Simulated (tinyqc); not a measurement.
Mass and gap go together: armchair graphene nanoribbon in tight binding.

An armchair ribbon of N dimer lines, width (N - 1) sqrt3 acc/2, period 3 acc, one pz orbital a site. In line n, A_n binds to B_n with -t exp(ik/3), times (1 + d) in the two edge lines, and to B_(n-1) and B_(n+1) with -t exp(-ik/6); k runs from -pi to pi. For d = 0 the modes across the ribbon are sin(n p pi/(N + 1)), p = 1 to N, with E = -/+ t sqrt(1 + 4 c^2 + 4 c cos(k/2)), c = cos(p pi/(N + 1)).

Constants: hbar^2/2m0 = 3.80998211 eV angstrom^2.

Values chosen for the exercise (near those used for graphene; shifted at random, so the results belong to these values and not to a real crystal):
```
symbol  value  unit      meaning
t       2.65   eV        hopping
acc     1.42   angstrom  bond length
d1      0.15             edge correction
N0      5                first width
```

Nine widths from N0 on. Lowest conduction band for d = d1: m/m0 = c q^2/(E(q) - E(0)) with q = h/(3 acc), h = 0.001, c = hbar^2/2m0. Dirac rule: m = Eg/(2 v^2), that is m/m0 = c Eg/(hbar v)^2 with hbar v = 3 t acc/2.

Masses:
```
N   gap (eV)  mass (m0)  Dirac rule (m0)
5     0.3826     0.0429           0.0458
6     1.0458     0.0961           0.1251
7     1.5703     0.2322           0.1878
8     0.2518     0.0289           0.0301
9     0.7349     0.0724           0.0879
10    1.1247     0.1559           0.1345
11    0.1876     0.0218           0.0224
12    0.5664     0.0582           0.0677
13    0.8756     0.1172           0.1047
```

What does the comparison show, and why?

The ratio of mass to the Dirac rule runs from 0.77 (N = 6) to 1.24 (N = 7). Its mean is 0.82 for N = 3p, 1.17 for 3p+1 and 0.96 for 3p+2: the lowest modes of 3p and 3p+1 lie on opposite sides of the Dirac point, where the velocity along the ribbon differs. The largest gap (N = 7) and the heaviest mass (N = 7) belong to one ribbon.

(tinyqc, `OMP_NUM_THREADS=1 python tinyqc.py 1451176 1451177 out.jsonl`, Intel(R) Xeon(R) Processor @ 2.30GHz, 1 thread, shared host, about 0.02 s.)
